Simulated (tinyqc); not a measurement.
A barrier in a uniform field, exact transmission by Airy functions: one step of the calculation.

The left lead has its band edge at 0, the barrier edge falls as U(x) = U0 - F x with F = V/d for 0 < x < d, and the right lead has its edge at -V. No transverse momentum; C = hbar^2/(2 m0); psi and psi'/m are continuous. M carries (psi, psi'/m) across the barrier.

Task. Scaled variables. Energy scale e = (C F^2/m1)^(1/3), z(x) = (U(x) - E)/e, s = (dz/dx)/m1 = -F/(e m1); v = k/m in a lead. vL = sqrt(mL E/C)/mL, vR = sqrt(mR (E + V)/C)/mR.

Inputs (values chosen for the exercise); masses and offsets close to those of GaAs wells and AlGaAs barriers: mass in the left lead mL = 0.066 m0; barrier edge at x = 0 U0 = 0.25 eV; mass in the barrier m1 = 0.094 m0; electron energy E = 0.082 eV; barrier width d = 8.9 nm; voltage across the barrier V = 0.3 V; mass in the right lead mR = 0.066 m0.

Constants: q = 1.602176634e-19 C, hbar = 1.054571817e-34 J s, m0 = 9.1093837015e-31 kg, hbar^2/(2 m0) = 0.0380998212 eV nm^2. Results are converted to the units shown.

Find: F; e; z1; z2; s; vL; vR.

Result.

F = 0.03371 V/nm
e = 0.07722 eV
z1 = 2.175
z2 = -1.709
s = -4.644 1/nm
vL = 5.710 1/nm
vR = 12.33 1/nm

z2 < 0: the electron leaves the forbidden region inside the barrier.

Program tinyqc, `OMP_NUM_THREADS=1 python tinyqc.py 2580044 2580045 out.jsonl`; Intel Xeon 2.30GHz, shared host, one thread, about 0.01 s.
